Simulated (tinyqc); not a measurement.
## Ballistic conductance of a hard-wall strip of a two-dimensional electron gas by counting modes: thermal smearing

Subband edges E_n = C (n pi/W)^2/m, n = 1, 2, ...; C = hbar^2/(2 m0). Every mode transmits fully; spin gives the factor 2 in 2 q^2/h, valleys the factor gv.

G = (2 q^2/h) gv M; at zero temperature M counts the edges below Ef, at T it is the sum of degeneracy times f. The smooth (Sharvin) count is kF W/pi, kF = sqrt(m Ef/C), and with the boundary term kF W/pi - 1/2. f = 1/(1 + exp((E_n - Ef)/Vt)).

Parameters, values chosen for the exercise: mass m = 0.023 m0; valleys gv = 1; Fermi energy above the 2D band edge Ef = 0.052 eV; width W = 130 nm.

Constants: q = 1.602176634e-19 C, kB = 1.380649e-23 J/K, hbar = 1.054571817e-34 J s, h = 6.62607015e-34 J s, m0 = 9.1093837015e-31 kg, Vt = kB T/q, hbar^2/(2 m0) = 0.0380998212 eV nm^2. Results are converted to the units shown.

Results:
```
T (K)	kB T (meV)	M at T	G (uS)
2	0.17235	7.0000	542.37
30	2.5852	6.8753	532.71
77	6.6353	6.7781	525.18
150	12.926	6.6126	512.35
220	18.958	6.4315	498.32
300	25.852	6.2893	487.30
400	34.469	6.2195	481.89
```

Estimate the missing row, T = 10 K.

Computed row:
```
T (K)	kB T (meV)	M at T	G (uS)
10	0.86173	6.9952	542.00
```

With this row back in the table: M at T falls from 7.00 to 6.22; the integer count is 7. The edge nearest to Ef lies 4.60 meV from it, and M stays within 0.01 of the integer up to 10 K among the rows.

Numbers from tinyqc (`OMP_NUM_THREADS=1 python tinyqc.py 2740040 2740041 out.jsonl`; about 0.04 s on one thread of a shared Intel Xeon 2.30GHz).
